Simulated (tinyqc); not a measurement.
Non-radiative capture by multiphonon emission, one effective mode: one step, computed by the program tinyqc. Command: `OMP_NUM_THREADS=1 python tinyqc.py 3030908 3030909 out.jsonl capture walk`. One thread of a shared host (Intel(R) Xeon(R) Processor @ 2.30GHz), about 0.01 s of CPU time with the checks.

The initial state (free carrier plus empty centre) lies dE above the final state; both have the same frequency and are displaced by dQ.

Task: Scaled coefficient, cross-section and lifetime. Sommerfeld factor of an attractive centre: s(k) = 2 pi nu/(1 - exp(-2 pi nu)), nu = sqrt(Ry*/E), Ry* = Ry m/eps^2, averaged over (2/sqrt(pi)) sqrt(x) exp(-x) dx with x = E/k_B T = t^2 (trapezoid, t to 6 in steps of 0.01). C = s C_0; v = sqrt(3 k_B T/m); sigma = C/v; tau = 1/(C N_t).

Inputs (values chosen for the exercise, with mass, screening and phonons like those of ZnSe): carrier mass m = 0.145 m_0; dielectric constant eps = 9.1; temperature T = 300 K; defect density N_t = 1e+14 cm^-3.

Centre: attractive.

C_0 = 4.046426e-08 cm^3/s

Constants: Ry = 13.605693123 eV; k_B = 8.617333262e-05 eV/K; k_B = 1.380649e-23 J/K; m_0 = 9.1093837015e-31 kg.

Give: Sommerfeld factor s; capture coefficient C; thermal velocity v; cross-section sigma; capture time.

Result:

Sommerfeld factor s = 6.8480

capture coefficient C = 2.7710e-07 cm^3/s

thermal velocity v = 3.0671e+07 cm/s

cross-section sigma = 9.0345e-15 cm^2

capture time = 3.6088e-08 s
